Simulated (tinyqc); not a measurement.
Mass and g factor above the band edge: five-level k.p model folded onto the conduction band.

Second-order sums for the lowest conduction level at E: 1/m = 1 + Cm + (Ep/3)(2/E + 1/(E + Dso)) - (Ep2/3)(2/(E7 + D2 - E) + 1/(E7 - E)); g/2 = 1 + Cg - (Ep/3)(1/E - 1/(E + Dso)) - (Ep2/3)(1/(E7 - E) - 1/(E7 + D2 - E)). E is counted from the top of the valence band; E = Eg at the edge.

Parameters, chosen for this exercise (near those of CdTe; not measured data): Eg = 1.539 eV (gap at Gamma to the s-like level); Dso = 0.949 eV (spin-orbit splitting); Ep = 19.2 eV (Kane energy); E7 = 5.26 eV (upper Gamma7 conduction level, from the valence top); D2 = 0.32 eV (its spin-orbit splitting, Gamma8 above Gamma7); Ep2 = 6.9 eV (Kane energy to the upper levels); Cm = 1 (remote term in 1/m); Cg = 0 (remote term in g/2).

The sums are evaluated at E = Eg + dE, as is done for confined or hot electrons.

Results:
```
dE (meV),m(E),g(E),m(E)/m(Eg),1 + dE/Eg
0,0.0898,-1.270,1.0000,1.0000
20,0.0909,-1.206,1.0124,1.0130
50,0.0926,-1.113,1.0310,1.0325
100,0.0954,-0.967,1.0623,1.0650
150,0.0982,-0.832,1.0938,1.0975
200,0.1011,-0.707,1.1256,1.1300
300,0.1069,-0.484,1.1902,1.1949
```

Over 300 meV the mass grows by 19.0 %, against 19.5 % for two levels alone, and g moves from -1.270 to -0.484, towards the free value 2.

Run: tinyqc, `OMP_NUM_THREADS=1 python tinyqc.py 1080534 1080535 out.jsonl`; Intel(R) Xeon(R) Processor @ 2.30GHz, one thread, shared host; about 0.01 s of CPU time with all checks.
